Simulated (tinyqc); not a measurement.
Mobility and doping from two currents.

Problem. A trap-free film with injecting contacts is fitted, with diffusion neglected, by J = q mu N V/Lf + (9/8) eps0 eps_r mu V^2/Lf^3. Find mu, N and the voltage at which both terms are equal.

Parameters, values chosen for the exercise:
```
symbol  value  unit                meaning
eps_r     9.7        relative permittivity
Lf       1000    nm         film thickness
```

Constants: q = 1.602176634e-19 C, eps0 = 8.8541878128e-14 F/cm where lengths are in cm. Results are converted to the units shown.

J at 2 and 14 V (A/cm^2): 4.6772469  76.568161

Solution. J/V is a straight line in V: the slope gives mu and the intercept mu N.

mu = 0.270 cm^2/(V s)
N = 4.20e15 cm^-3
crossover voltage = 6.96 V

tinyqc, about 0.7 s, one thread, Intel Xeon 2.30GHz (shared host): `OMP_NUM_THREADS=1 python tinyqc.py 2730148 2730149 out.jsonl`
